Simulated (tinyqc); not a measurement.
A short-path metal as competitor: size effects in the resistivity of thin metal films and interconnect lines. Computed by tinyqc, a small Python program. Command: `OMP_NUM_THREADS=1 python tinyqc.py 3006334 3006335 out.jsonl size walk`. One thread of a shared host (Intel(R) Xeon(R) Processor @ 2.30GHz), about 0.01 s of CPU time with the checks.

Electrons lose their drift at surfaces (a share 1 - p of the hits) and at grain boundaries (reflection R), besides bulk scattering. The line sits in a trench with a non-conducting liner on both walls and the bottom; the spacing equals the drawn width.

Inputs (values chosen for the exercise, modelled on molybdenum):
```
quantity                                   value         unit
bulk resistivity rho_b                      5.22  microohm cm
bulk mean free path lambda                  11.7           nm
specularity p                                  0            -
grain-boundary reflection R                 0.31            -
grain size over metal width                  2.3            -
aspect ratio (height over width)             2.4            -
liner thickness t                            0.8           nm
competitor: rho_b relative to this metal     3.7            -
competitor: lambda relative to this metal   0.35            -
competitor: liner relative to t             0.34            -
```

Geometry: line.

Method:
- Fuchs-Sondheimer film: rho_b/rho = 1 - (3/(2 kappa))(1 - p) int_0^1 (s - s^3)(1 - exp(-kappa/s))/(1 - p exp(-kappa/s)) ds, f = rho/rho_b, kappa = thickness/lambda, 80 Gauss-Legendre points.
- Line: the excess of a film of thickness w_m and of a film of thickness h_m are added, rho/rho_b = 1 + (f(w_m) - 1) + (f(h_m) - 1), an estimate that holds best when both sides exceed lambda.
- Mayadas-Shatzkes: alpha = (lambda/D) R/(1 - R); rho_b/rho = 1 - 3 alpha/2 + 3 alpha^2 - 3 alpha^3 ln(1 + 1/alpha).
- w_m = w - 2t, h_m = (aspect ratio) w - t, D = (ratio) w_m; rho = rho_b [1 + surface excess + grain excess].
- Effective resistivity rho (aspect ratio) w^2/(w_m h_m) for the metal with its liner, for the same metal without liner, and for a competitor with its own rho_b, lambda and liner, and for that competitor with the liner t; p, R, aspect and grain ratios are the same.

Effective resistivity (microohm cm):
```
w (nm)  this metal  without liner  competitor  competitor, liner t
200          5.529          5.474      19.707               19.835
100          5.854          5.734      20.106               20.372
50           6.554          6.271      20.924               21.501
30           7.594          7.018      22.059               23.127
20           9.054          7.979      23.553               25.379
14          11.186          9.226      25.600               28.678
10          14.503         10.880      28.540               33.884
7           20.722         13.314      33.375               43.800
5           32.295         16.463      40.595               62.428
```

What follows from these numbers?

The competitor does not win at any width listed. In narrow lines rho scales as rho_b lambda/w, and the product rho_b lambda of the competitor is 1.29 times this metal's. At the narrowest width the liner costs this metal a factor 1.96. With the same liner the competitor wins nowhere in the table; at the narrowest width the thinner liner lowers it from 62.4 to 40.6. Rows with w - 2t below lambda stretch the additive estimate. Metal widths below about 5 nm are outside this semiclassical model.

Extremes, crossings and ranges named in words are read from the listed rows.
